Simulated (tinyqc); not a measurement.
Adsorption as a lattice gas: isotherms with interactions, competition, desorption peaks and saturation dose: one step, computed by the program tinyqc. Command: `OMP_NUM_THREADS=1 python tinyqc.py 3022052 3022053 out.jsonl adsorb walk`. One thread of a shared host (Intel(R) Xeon(R) Processor @ 2.30GHz), about 0.2 s of CPU time with the checks.

One adsorbate per site; a molecule needs 2 empty sites. Gas and surface have the same temperature.

Problem. Flux and the Langmuir coverage. Flux F = p/sqrt(2 pi M k_B T); k_d = nu exp(-E/(k_B T)); 2 s0 F (1 - theta)^2 = N_s k_d theta^2, so y = sqrt(2 s0 F/(N_s k_d)), theta = y/(1 + y). With a second gas on the same sites theta = y/(1 + y + K_B p_B).

Inputs (values chosen for the exercise, for a model surface): desorption energy E = 0.817 eV; prefactor nu = 4.2e+14 1/s; site density N_s = 6.1 1/nm^2; molecular mass M = 23.5 u; sticking coefficient s0 = 0.17; temperature T = 277 K; pressure p = 0.0048 Pa; blocking by a second gas, K_B p_B = 0.89.

Adsorption: dissociative (second order).

Constants: u = 1.6605390666e-27 kg; k_B = 1.380649e-23 J/K; k_B = 8.617333262e-05 eV/K.

Give: flux F; k_d; y; Langmuir coverage; coverage with the second gas.

Solution.

flux F = 156.8 1/(nm^2 s)

k_d = 0.5736 1/s

y = 3.903

Langmuir coverage = 0.7960

coverage with the second gas = 0.6737
